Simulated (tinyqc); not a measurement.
Four-point probe, van der Pauw, Hall and spreading-resistance readings of a semiconductor layer: one step, computed by the program tinyqc.

The layer is uniform and ohmic; contacts are points unless a radius is given.

Problem. Four-point voltage. Collinear probes with equal spacing on a layer with conducting backing: images at depth 2 m t give V = (rho I/(2 pi s)) G, G = 1 + 4 sum_(m>=1) (-1)^m [1/sqrt(1 + (2 m u)^2) - 1/sqrt(4 + (2 m u)^2)], u = t/s; the sum runs to m = 20000, with the last term halved. Limits: thick, rho = 2 pi s V/I; thin on an insulator, rho = (pi/ln 2) t V/I.

Inputs (values chosen for the exercise, modelled on n-type silicon): layer thickness t = 1800 micrometre; probe spacing s = 1.588 mm; current I = 0.03 mA.

Backing of the layer: conducting.

resistivity rho = 0.005380611 ohm cm

Give: t/s; G; voltage V; rho by the thick formula; rho by the thin formula.

Solution.

t/s = 1.134

G = 0.7506

voltage V = 1.214e-04 mV

rho by the thick formula = 0.004039 ohm cm

rho by the thin formula = 0.003302 ohm cm

The thick formula is off by -24.9 % and the thin one by -38.6 %. A conducting backing shunts the current, so V lies below the thick value.
